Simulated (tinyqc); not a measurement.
From results back to parameters: tunnelling through a thin dielectric with one trap, as a tight-binding chain. Three cases, with inputs chosen for the exercise.

Problem. A resonance has full width Gamma_L + Gamma_R and peak height 4 Gamma_L Gamma_R/(Gamma_L + Gamma_R)^2. The values come from hidden widths.

Find: larger and smaller width.

Method. The widths are (W/2)(1 +/- sqrt(1 - peak)); which belongs to which lead the line shape cannot tell.

Case 1.

full width = 4.92539 meV
peak height = 5.17941e-05

Solution.

larger and smaller width (meV): 4.93  6.38e-05

Case 2.

full width = 12.7833 meV
peak height = 0.153072

Solution.

larger and smaller width (meV): 12.3  0.509

Case 3.

full width = 14.5491 meV
peak height = 0.0381158

Solution.

larger and smaller width (meV): 14.4  0.140

Computed by tinyqc, one run a case: `OMP_NUM_THREADS=1 python tinyqc.py N N+1 out.jsonl` with N = 1482512, 1482528, 1482616; one thread of a shared Intel(R) Xeon(R) Processor @ 2.30GHz, about 0.1 s a run at most.
